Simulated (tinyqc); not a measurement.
MOSFET in saturation, small-signal circuit and noise: one step of the calculation.

Bias by the inversion coefficient IC = I/Ispec (charge-based model with velocity saturation; weak inversion below 0.1, strong above 10). Common-source circuit: gm, gds, Cgs, Cgd and Cj at the inner nodes, Rg in series with the gate; quasi-static, no source or drain resistance, no gate-body capacitance, no substrate network, no induced gate noise, so fmax is an upper estimate.

Question. Current, transconductance and gain. Ispec = 2 n mu Cox (W/L) Vt^2, lc = Ls/L, gms = [sqrt((lc IC + 1)^2 + 4 IC) - 1]/[2 + lc (lc IC + 1)], gm = gms Ispec/(n Vt), gds = sg gm.

Values chosen for this exercise:
- T = 300 K (temperature)
- L = 90 nm (gate length)
- W = 80 um (total gate width)
- Cox = 1.75 uF/cm^2 (gate capacitance)
- mu = 310 cm^2/(V s) (mobility)
- n = 1.39 (slope factor)
- Ls = 15 nm (velocity-saturation length)
- sg = 0.052 (ratio gds/gm)
- IC = 19 (inversion coefficient)

Constants: q = 1.602176634e-19 C, kB = 1.380649e-23 J/K, Vt = kB T/q. Results are converted to the units shown.

Give: Ispec; I; gms; gm; gds; gm/I.

Answer.

Ispec = 895.94 uA
I = 17023 uA
gms = 3.2149
gm = 80.156 mS
gds = 4.1681 mS
gm/I = 4.7087 1/V

Computed by the program tinyqc: `OMP_NUM_THREADS=1 python tinyqc.py 2150049 2150050 out.jsonl`, one thread of a shared Intel Xeon 2.30GHz, about 0.01 s for the whole run.
